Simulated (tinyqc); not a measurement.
Hueckel theory of the pi electrons, for the molecule BC=C1C=N1 (SMILES; centres numbered as the heavy atoms are written), step by step. One step of it, computed by the program tinyqc.

Problem. Energy, charges, bond orders. E = sum n x; q_r = z_r - P_rr; bond order p = P_rs; free valence = sqrt(3) - sum of p over the bonds of the atom.

x values: 2.296106  0.642761  -0.725164  -0.968254  -1.725449

occupations: 2.000000  2.000000  0.000000  0.000000  0.000000

charge and bond-order matrix P, lower triangle:
```
           1B         2C        3C        4C        5N
1B   0.302013
2C   0.627932   1.344578
3C   0.229224   0.627516  0.757878
4C  -0.141718  -0.144235  0.474386  0.646504
5N  -0.214215  -0.269051  0.519630  0.780455  0.949028
```

Centres:
```
centre  z_r, pi electrons of the neutral centre          h
1B                                            0  -0.930000
2C                                            1   0.000000
3C                                            1   0.000000
4C                                            1   0.000000
5N                                            1   0.450000
```

Bonds:
```
i  j         k
1  2  0.780000
2  3         1
3  4         1
4  5  0.980000
5  3  0.980000
```

Give: pi energy = 4 alpha + this times beta; pi charges; Bond orders and lengths from R = 1.517 - 0.180 p; free valence of the carbons; gap between the highest filled and the next level.

Solution.

pi energy = 4 alpha + this times beta = 5.8777

pi charges: 1B -0.3020, 2C -0.3446, 3C 0.2421, 4C 0.3535, 5N 0.0510

Bond orders and lengths from R = 1.517 - 0.180 p (angstrom, C-C alone):
```
bond       p       R
1-2   0.6279       -
2-3   0.6275  1.4040
3-4   0.4744  1.4316
4-5   0.7805       -
5-3   0.5196       -
```

free valence of the carbons: 2C 0.4766, 3C 0.1105, 4C 0.4772

gap between the highest filled and the next level = 1.3679 |beta|
